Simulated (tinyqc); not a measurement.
Tight binding, kagome lattice, step by step. One step of it, computed by the program tinyqc.

Question. Levels at k. Diagonalise the Hermitian matrix.

H(k) at k (eV), order A, B, C:
```
[[0.000000, -0.597953-1.556922i, -0.887956+1.510990i],
 [-0.597953+1.556922i, 0.000000, 0.983648+0.482067i],
 [-0.887956-1.510990i, 0.983648-0.482067i, 0.000000]]
```

Give: eigenvalues; weights |c|^2 of the basis functions.

Answer.

eigenvalues (eV): [-2.9973, 0.9373, 2.0600]

weights |c|^2 of the basis functions, order A, B, C:
```
[[0.3912, 0.0728, 0.5361],
 [0.2971, 0.4964, 0.2064],
 [0.3117, 0.4308, 0.2575]]
```
